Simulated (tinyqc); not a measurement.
Isothermal kinetics: hydrogen passivation and dissociation of interface defects with a spread of activation energies. Computed by tinyqc, a small Python program. Command: `OMP_NUM_THREADS=1 python tinyqc.py 3005058 3005059 out.jsonl passivation walk`. One thread of a shared host (Intel(R) Xeon(R) Processor @ 2.30GHz), about 0.01 s of CPU time with the checks.

Active defects P react as P + H2 -> HP + H and HP -> P + H; released atomic hydrogen is removed. All defects start active. Activation energies are normally distributed, independently for the two reactions.

Inputs (values chosen for the exercise, for a model interface):
```
quantity                        value    unit
mean passivation energy E_f      1.46      eV
spread s_f                        0.1      eV
prefactor k_f0                7.4e-08  cm^3/s
mean dissociation energy E_d     2.67      eV
spread s_d                       0.06      eV
prefactor k_d0                3.6e+13     1/s
dissolved hydrogen [H2]       3.2e+17   cm^-3
anneal temperature T              550       K
anneal time t                     140       s
```

Ambient: hydrogen.

Constants: k_B = 8.617333262e-05 eV/K.

Method:
- a = k_f0 [H2] exp(-E_f/k_B T), b = k_d0 exp(-E_d/k_B T); the active share of one kind of site is b/(a + b) + (a/(a + b)) exp(-(a + b) t).
- Full average: z from -5 to 5 in steps of 0.125 with normalised weights exp(-z^2/2), energy = mean + spread x z, over both energies.
- Times are decades about 1/(a + b) of the mean site. The last column is the part of the change still to come; rows stop once it is below 1e-5.

dissociation rate b = 1.23160e-11 1/s

passivation rate a = 9.90972e-04 1/s

Against time:
```
t (s)     active share, single energy  active share, spread  unreacted part
1.00e+00                   9.9901e-01            9.9207e-01      9.9207e-01
1.00e+01                   9.9014e-01            9.4581e-01      9.4581e-01
1.00e+02                   9.0565e-01            7.6528e-01      7.6528e-01
1.00e+03                   3.7122e-01            4.1644e-01      4.1644e-01
1.00e+04                   4.9702e-05            1.1899e-01      1.1899e-01
1.00e+05                   1.2428e-08            1.4912e-02      1.4911e-02
1.00e+06                   1.2428e-08            7.3333e-04      7.3307e-04
1.00e+07                   1.2428e-08            1.3309e-05      1.3053e-05
```

A single energy finishes within about two decades of time. With the spread the unreacted part is 0.95 at 10 s and still 0.12 at 10000 s, where one energy leaves 5.0e-5: a width of s/k_B T = 2.11 in ln(rate) stretches the decay markedly.
